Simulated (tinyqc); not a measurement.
Changing the transport mass m: inversion-layer mobility, back-scattering and ballistic limit of a field-effect transistor. Computed by tinyqc, a small Python program. Command: `OMP_NUM_THREADS=1 python tinyqc.py 3003722 3003723 out.jsonl mos sweep`. One thread of a shared host (Intel(R) Xeon(R) Processor @ 2.30GHz), about 0.02 s of CPU time with the checks.

The charge at the top of the source barrier is fixed by the gate; series resistance and short-channel effects are left out. F_j are Fermi integrals normalised to exp(eta) in the classical limit.

Inputs (values chosen for the exercise, modelled on a 4H-SiC n-channel):
```
quantity,value,unit
valley degeneracy g_v,3,-
weight w of the inversion charge,0.5,-
permittivity eps,9.7,-
"phonon mobility at 1 MV/cm and 300 K, mu_ph",89,cm^2/(V s)
"roughness mobility at 1 MV/cm, mu_sr",53,cm^2/(V s)
"Coulomb mobility at N_inv = 1e12/cm^2, mu_C",23,cm^2/(V s)
electrical oxide thickness t_inv,2,nm
depletion charge N_dep,2e+12,1/cm^2
gate overdrive V_G - V_T,0.53,V
drain voltage V_D,0.05,V
channel length L,310,nm
exponent a of the critical length,0.84,-
temperature T,300,K
```

Statistics at the top of the barrier: Fermi-Dirac.

Constants: eps_0 = 8.8541878128e-12 F/m; e = 1.602176634e-19 C; m_0 = 9.1093837015e-31 kg; k_B = 1.380649e-23 J/K; hbar = 1.054571817e-34 J s; k_B = 8.617333262e-05 eV/K.

Method:
- N_inv = 3.9 eps_0 (V_G - V_T)/(e t_inv); effective field E_eff = e (N_dep + w N_inv)/(eps eps_0).
- mu_phonon = mu_ph (E_eff/1 MV/cm)^(-0.3) (T/300 K)^(-1.75); mu_rough = mu_sr (E_eff/1 MV/cm)^(-2); mu_Coulomb = mu_C (N_inv/1e12 cm^-2) (T/300 K); Matthiessen's rule adds 1/mu.
- F_j(eta) = (1/Gamma(j + 1)) int_0^infinity x^j/(1 + exp(x - eta)) dx, F_0 = ln(1 + exp(eta)). Integrals over x = E/(k_B T) use 160 Gauss-Legendre points in u = sqrt(x) from 0 to sqrt(max(eta, 0) + 32).
- Ballistic channel: N_2D = g_v m k_B T/(pi hbar^2), U = e V_D/(k_B T); eta_F solves N_inv = (N_2D/2)[F_0(eta_F) + F_0(eta_F - U)]; v_T = sqrt(2 k_B T/(pi m)); I/W = e (N_2D/2) v_T [F_1/2(eta_F) - F_1/2(eta_F - U)]; injection velocity v_T F_1/2(eta_F)/F_0(eta_F).
- Mean free path lambda = (2 k_B T/e)(mu/v_T) F_0(eta_0)/F_-1/2(eta_0), with eta_0 from N_inv = N_2D F_0(eta_0); critical length l = L (1 + U)^(-a), an empirical rule; back-scattering r = l/(l + lambda). Then eta solves N_inv = (N_2D/2)[(1 + r) F_0(eta) + (1 - r) F_0(eta - U)] and I/W = e (N_2D/2) v_T (1 - r)[F_1/2(eta) - F_1/2(eta - U)].
- Ballistic ratio: I over the ballistic current. Apparent mobility 1/(1/mu + 1/mu_B), mu_B = mu L/lambda.

One run for each value:
```
transport mass m (m_0),injection velocity (1e7 cm/s),ballistic current I/W (microampere/micrometre),eta_F,ballistic ratio
0.030,6.2749,1259.4,6.8393,0.007653
0.044,4.5110,1230.6,4.9462,0.007342
0.063,3.3693,1176.5,3.6718,0.007008
0.092,2.5197,1084.1,2.6502,0.006781
0.130,1.9600,973.0,1.8975,0.006828
0.200,1.4593,818.7,1.1142,0.007305
0.280,1.1748,701.6,0.5858,0.008002
0.410,0.9308,582.5,0.0501,0.009130
0.600,0.7462,481.2,-0.4369,0.010625
```

Over the rows, injection velocity (1e7 cm/s) falls from 6.27 to 0.746 (exponent d ln y / d ln x -0.86 between the first rows and -0.58 between the last); ballistic current I/W (microampere/micrometre) falls from 1260 to 481 (exponent d ln y / d ln x -0.060 between the first rows and -0.50 between the last); eta_F falls from 6.84 to -0.437. N_inv and mu are held fixed; in a real device a light mass also lowers the gate capacitance.

Caution (rows 0.0300, 0.0440, 0.0630): the Fermi level lies so high that further subbands and non-parabolicity matter.
